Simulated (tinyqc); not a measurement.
Born-von Karman spring model of a cubic crystal with one atom per cell. Inputs raised by 10 %, one at a time. Computed by tinyqc, a small Python program. Command: `OMP_NUM_THREADS=1 python tinyqc.py 3017567 3017568 out.jsonl springs sens`. One thread of a shared host (Intel(R) Xeon(R) Processor @ 2.30GHz), about 0.3 s of CPU time with the checks.

First neighbours lie at a/2 (1,1,1) (8 of them), second at a (1,0,0) (6), with all permutations and signs; the volume per atom is Omega = a^3/2.

Inputs (values chosen for the exercise, for a model crystal):
```
quantity                value           unit
lattice constant a        3.5       angstrom
atomic mass M            48.1              u
radial spring k1L       0.324  eV/angstrom^2
transverse spring k1T  -0.024  eV/angstrom^2
radial spring k2L        0.18  eV/angstrom^2
transverse spring k2T  0.0079  eV/angstrom^2
mesh divisions n            6              -
temperature T              77              K
```

Lattice: bcc.

Constants: 1 eV/angstrom^3 = 160.2176634 GPa; u = 1.6605390666e-27 kg; nu for 1 eV/(angstrom^2 u) = 15.6333042 THz; h x 1 THz = 4.135667696 meV; k_B = 8.617333262e-05 eV/K; hbar^2/u = 4.18015928e-03 eV angstrom^2; hbar = 1.054571817e-34 J s; k_B = 1.380649e-23 J/K.

Method:
- [ij,kl] = (1/(2 Omega)) sum_R K_ij R_k R_l; C11 = [xx,xx], C44 = [xx,yy], C12 = 2 [xy,xy] - C44; B = (C11 + 2 C12)/3; Zener ratio A = 2 C44/(C11 - C12). K(R) = kL n n^T + kT (1 - n n^T).
- rho = M/Omega and v = sqrt(C/rho), with C = C11, C44, C44 along [100]; (C11 + C12 + 2 C44)/2, C44, (C11 - C12)/2 along [110]; (C11 + 2 C12 + 4 C44)/3 and twice (C11 - C12 + C44)/3 along [111].
- A neighbour at R with unit vector n couples by the matrix K(R) = kL n n^T + kT (1 - n n^T), and D(q) = (1/M) sum_R K(R) [1 - cos(q.R)].
- An eigenvalue lambda of D in eV/(angstrom^2 u) gives nu = 15.6333042 THz x sqrt(lambda).
- Take the highest frequency at H = (1, 0, 0) (2 pi/a).
- Mesh: q = sum_i (m_i + 1/2)/n b_i, m_i = 0..n-1, with b = [[0, 1, 1], [1, 0, 1], [1, 1, 0]] in 2 pi/a; sums are averages over the n^3 points, per atom.
- With x = h nu/(k_B T) and n = 1/(exp(x) - 1) for each mode: F = k_B T [x/2 + ln(1 - exp(-x))], U = k_B T x (n + 1/2), S/k_B = x n - ln(1 - exp(-x)), C/k_B = x^2 n (n + 1).
- <u_x^2> = (1/3) sum over modes of hbar^2/(2 M h nu) coth(x/2); zero-point energy = sum h nu/2. <u_x^2> converges slowly with the mesh, from below, with an error of order 1/n.
- Christoffel matrix G_xx = C11 n_x^2 + C44 (1 - n_x^2), G_xy = (C12 + C44) n_x n_y, with eigenvalues rho v^2; v_m^-3 is the mean of v^-3 over three branches and all directions (12 Gauss-Legendre points in cos(theta) times 24 angles phi = (j + 1/2) pi/12); q_D = (6 pi^2/Omega)^(1/3); Theta = hbar v_m q_D/k_B.

Runs:
```
input moved                              from       to  C44 (GPa)  highest frequency at H (THz)  elastic Debye temperature (K)  <u_x^2> (angstrom^2)
base run                                    -        -      9.146                        2.7348                         174.05              0.009966
lattice constant a (angstrom)             3.5     3.85      8.315                        2.7348                         174.05              0.009966
atomic mass M (u)                        48.1    52.91      9.146                        2.6076                         165.95              0.009873
radial spring k1L (eV/angstrom^2)       0.324   0.3564     10.135                        2.8909                         179.20              0.009371
radial spring k2L (eV/angstrom^2)        0.18    0.198      9.146                        2.7348                         178.49              0.009623
transverse spring k1T (eV/angstrom^2)  -0.024  -0.0264      9.000                        2.7110                         172.09              0.010132
temperature T (K)                          77     84.7      9.146                        2.7348                         174.05              0.010767
```

Exponents ln(y'/y) / ln(x'/x):
```
input                     C44  highest frequency at H  elastic Debye temperature  <u_x^2>
lattice constant a     -1.000                   0.000                      0.000    0.000
atomic mass M           0.000                  -0.500                     -0.500   -0.098
radial spring k1L       1.077                   0.582                      0.306   -0.646
radial spring k2L       0.000                   0.000                      0.264   -0.367
transverse spring k1T  -0.169                  -0.092                     -0.119    0.174
temperature T           0.000                   0.000                      0.000    0.811
```

Among the inputs moved here: C44 answers most in size to radial spring k1L (exponent +1.077), next to lattice constant a (-1.000); its exponent is below 0.0005 for atomic mass M, radial spring k2L, temperature T. Its exponent -1.000 in lattice constant a: at fixed springs C scales as k/a. Highest frequency at H answers most in size to radial spring k1L (exponent +0.582), next to atomic mass M (-0.500); its exponent is below 0.0005 for lattice constant a, radial spring k2L, temperature T. Its exponent -0.500 in atomic mass M: every frequency scales as M^(-1/2). Elastic Debye temperature answers most in size to atomic mass M (exponent -0.500), next to radial spring k1L (+0.306); its exponent is below 0.0005 for lattice constant a, temperature T. Its exponent 0.000 in lattice constant a: v_m grows as a and q_D falls as 1/a. Its exponent -0.500 in atomic mass M: frequencies scale as M^(-1/2). <u_x^2> answers most in size to temperature T (exponent +0.811), next to radial spring k1L (-0.646); its exponent is below 0.0005 for lattice constant a.

Extremes, crossings and ranges named in words are read from the listed rows.
